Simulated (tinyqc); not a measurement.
Hole doping of the spin-split valence bands: two-band massive Dirac model of the K valleys.

Basis (conduction, valence): H = [[D/2, a t (tau kx - i ky)], [a t (tau kx + i ky), -D/2 + lam tau sz]], valley tau = +/-1, spin sz = +/-1. The gap of a spin and valley is G = D - lam tau sz. Berry curvature Omega = curl of i<u|grad u>; for the conduction band Omega_c = -tau 2 a^2 t^2 G/(G^2 + 4 a^2 t^2 k^2)^(3/2), and Omega_v = -Omega_c.

Values chosen for the exercise (near those used for monolayer WS2; not measured data):

| symbol | value | unit | meaning |
|---|---|---|---|
| a | 3.19 | angstrom | lattice constant |
| D | 1.75 | eV | gap parameter |
| t | 1.34 | eV | effective hopping |
| lam | 0.188 | eV | half the valence spin splitting |

The Fermi level lies E below the top of the valence band. kF for the upper and lower band of valley +1 from the two-band energy; each flavour holds kF^2/(4 pi) holes per area and both valleys count. Spin polarisation within one valley; Berry flux removed from valley +1, the sum of (1 - cos(theta_F))/2 with cos(theta_F) = G/sqrt(G^2 + 4 a^2 t^2 kF^2), in units of 2 pi.

Holes:

| E (meV) | kF upper (1/angstrom) | kF lower | p (1e12/cm^2) | spin polarisation in a valley | flux/2 pi |
|---|---|---|---|---|---|
| 47.0 | 0.0643 | 0.0000 | 6.59 | 1.000 | 0.0284 |
| 94.0 | 0.0923 | 0.0000 | 13.56 | 1.000 | 0.0537 |
| 188.0 | 0.1342 | 0.0000 | 28.66 | 1.000 | 0.0970 |
| 282.0 | 0.1687 | 0.0000 | 45.29 | 1.000 | 0.1326 |
| 357.2 | 0.1937 | 0.0000 | 59.71 | 1.000 | 0.1569 |
| 564.0 | 0.2562 | 0.1479 | 139.25 | 0.500 | 0.2909 |
| 752.0 | 0.3086 | 0.2182 | 227.35 | 0.333 | 0.3850 |

Give the missing row, E (meV) = 413.6.

Computed row:
```
E (meV)  kF upper (1/angstrom)  kF lower  p (1e12/cm^2)  spin polarisation in a valley  flux/2 pi
413.6                   0.2115    0.0638          77.64                          0.833     0.1918
```

Up to E = 2 lam = 376 meV, a density of 63.5e12/cm^2, only the upper band of this model is emptied and each valley is fully spin-polarised, oppositely in the two. Beyond it the polarisation falls, to 0.33 in the last row. The flux, times e^2/h, is in size the change of the Hall conductivity of one valley; the other valley cancels it in the charge current. Rows with kF above about 0.2 1/angstrom lie beyond the range of the model, and in real layers the valley at Gamma, close below in MoS2 and WS2, can take holes as well.

Run: tinyqc, `OMP_NUM_THREADS=1 python tinyqc.py 1480321 1480322 out.jsonl`; Intel(R) Xeon(R) Processor @ 2.30GHz, one thread, shared host; about 0.01 s of CPU time with all checks.
